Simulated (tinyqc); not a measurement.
Width of layer A: type-II superlattice in the two-band Kane model.

Motion along the axis, period d = a + b, c = hbar^2/2m0. Conduction and light-hole bands couple: (E - Ec)(E - Ev) = Ep c k^2 in each layer, with mass m(E) = (E - Ev)/Ep, which may be negative. The conduction envelope psi and psi'/m(E) are continuous; a layer carries them by [[cos kt, (m/k) sin kt], [-(k/m) sin kt, cos kt]] (cosh and sinh for k^2 < 0), and cos(q d) = tr(M_B M_A)/2. C1 is the first miniband above EvB, with its bottom at tr/2 = +1 and its top at -1; the gap is the bottom of C1 less the top heavy-hole level HH1.

Heavy holes are uncoupled: with e = EvB - E, p = sqrt(mhB e/c), w = sqrt(mhA (EvB - EvA - e)/c), the top level HH1 at q = 0 solves (p/mhB) tan(p b/2) = (w/mhA) tanh(w a/2).

Constants: hbar^2/2m0 = 3.80998211 eV angstrom^2; hc = 1239.841984 eV nm.

Values chosen for the exercise (near those of an InAs/GaSb superlattice; the results hold for these values, not for the real material): b = 42 angstrom (layer B); EcA = 0 eV (conduction edge of A); EvA = -0.422 eV (valence edge of A); EcB = 0.988 eV (conduction edge of B); EvB = 0.166 eV (valence edge of B); EpA = 14.6 eV (coupling energy in A); EpB = 17.7 eV (coupling energy in B); mhA = 0.35 m0 (heavy hole in A); mhB = 0.25 m0 (heavy hole in B); As = (19, 28, 39, 44, 52, 65, 76) angstrom (widths of layer A).

Bottom of C1 (tr/2 = +1, above EvB), HH1, the gap and hc/gap; widths at which C1 no longer starts above EvB are left out.

Results:
```
a (angstrom)  C1 (eV)  HH1 (eV)  gap (meV)  cut-off (micrometre)
19             0.5325    0.1152      417.3                  2.97
28             0.3996    0.1147      284.9                  4.35
44             0.2592    0.1146      144.6                  8.57
52             0.2149    0.1146      100.4                 12.35
```

Give the missing row, a (angstrom) = 39.

Computed row:
```
a (angstrom)  C1 (eV)  HH1 (eV)  gap (meV)  cut-off (micrometre)
39             0.2940    0.1146      179.4                  6.91
```

From a = 19 to 52 angstrom C1 falls by 318 meV while HH1 moves by -0.6 meV, so layer A tunes the gap, from 417 to 100 meV. The cut-off shifts by 0.153 micrometre per angstrom at the thin end and 0.473 at the thick end: long wavelengths need tight control of the thickness.

tinyqc: `OMP_NUM_THREADS=1 python tinyqc.py 1280536 1280537 out.jsonl`; about 0.2 s, one thread, shared Intel(R) Xeon(R) Processor @ 2.30GHz.
